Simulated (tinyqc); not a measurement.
What each parameter does: band-to-band tunnelling across a p-n junction in a two-band chain.

Sites alternate A at -Eg/2 and C at +Eg/2 with hopping -t; near the edges, with k counted from the zone boundary pi/a, E^2 = (Eg/2)^2 + (t a k)^2, so t = sqrt(c Eg/m)/a gives the mass m, c = hbar^2/2m0. In the gap cosh(q a) = 1 + (Eg^2/4 - e^2)/(2 t^2), e the energy from the local mid-gap. The potential is V0 = Eg + ov on the p side (left), 0 on the n side, and falls linearly over the 2N sites of the junction, V_j = V0 (1 - j/(2N + 1)), j = 1 to 2N, site 1 being A. E = Eg/2 + x ov. A half chain that ends on a site of level e1 with neighbour e2 has g = (1 + z)/(E - e1), z = exp(-/+ i k a) the root with Im g < 0, cos(k a) = (E - e1)(E - e2)/(2 t^2) - 1. S_L = t^2 g (ending on C, shifted by V0), S_R = t^2 g (starting on A). T = 4 Im(S_L) Im(S_R) |G_(1,2N)|^2.

Constants: hbar^2/2m0 = 3.80998211 eV angstrom^2.

Values chosen for the exercise (gap and mass near those of GaAs; not measured data): Eg = 1.476 eV (gap); m = 0.0723 m0 (mass of electron and light hole); a = 4 angstrom (period (two sites)); ov = 0.13 eV (overlap: top of the valence band on the p side above the conduction edge on the n side); Nw = 40 (periods in the junction); x = 0.72 (energy above the n-side conduction edge, as a share of ov).

N = Nw; WKB exponent 2 I/F with I = pi Eg^2/(8 t a), F = V0/((2N + 1) a/2).

One parameter was then changed.

Results before and after:

| case | F (MV/cm) | exponent | log10 T of the chain |
|---|---|---|---|
| base | 0.9914 | 19.5703 | -8.1919 |
| changed | 0.8812 | 22.0165 | -9.2423 |

Which of these changes was made? (a) m = 0.07953 m0; (b) a = 4.5 angstrom; (c) x = 0.31; (d) Eg = 1.6236 eV; (e) Nw = 43; (f) ov = 0.18 eV.

Answer: (b) a = 4.5 angstrom. Of the candidates, run in turn, only this one gives the changed row.

All candidates:

| case | F (MV/cm) | exponent | log10 T of the chain |
|---|---|---|---|
| base | 0.9914 | 19.5703 | -8.1919 |
| Eg = 1.6236 eV | 1.0825 | 20.6776 | -8.6654 |
| m = 0.07953 m0 | 0.9914 | 20.5255 | -8.6021 |
| ov = 0.18 eV | 1.0222 | 18.9794 | -7.9619 |
| Nw = 43 | 0.9230 | 21.0199 | -8.8189 |
| x = 0.31 | 0.9914 | 19.5703 | -8.1814 |
| a = 4.5 angstrom | 0.8812 | 22.0165 | -9.2423 |

Program tinyqc; command `OMP_NUM_THREADS=1 python tinyqc.py 1481282 1481283 out.jsonl`; about 0.01 s on one thread of a shared Intel(R) Xeon(R) Processor @ 2.30GHz.
